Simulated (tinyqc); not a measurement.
Photoconductance decay in a wafer: bulk and surface recombination modes, and iron detection by pair splitting: one step, computed by the program tinyqc.

Both faces of the wafer have the same S; injection is low and all coefficients are constant. x runs from -W/2 to W/2.

Problem. Weights of the modes. Even modes cos(a x) obey b tan b = S W/(2 D) with b = a W/2, odd modes sin(a x) obey -b cot b = S W/(2 D); each decays at the rate 1/tau_b + D a^2. Light from one face makes n(x, 0) proportional to exp(-alpha (x + W/2)). Only even modes carry the thickness average: weight c_n = [sin b/b] int n cos(a x) dx / (int cos^2(a x) dx x mean n), with int exp(-alpha (x + W/2)) cos(a x) dx = [alpha cos b (1 - E) + a sin b (1 + E)]/(alpha^2 + a^2), E = exp(-alpha W), and int cos^2 = W/2 + sin(2 b)/(2 a).

Inputs (values chosen for the exercise, modelled on p-type silicon): thickness W = 300 micrometre; diffusivity D = 26.9 cm^2/s; surface recombination velocity S = 13 cm/s; absorption coefficient alpha = 4900 1/cm.

Give: weights c_0 to c_5.

Solution.

weights c_0 to c_5: [0.99768, 0.00146, 0.00036, 0.00016, 0.00009, 0.00006]
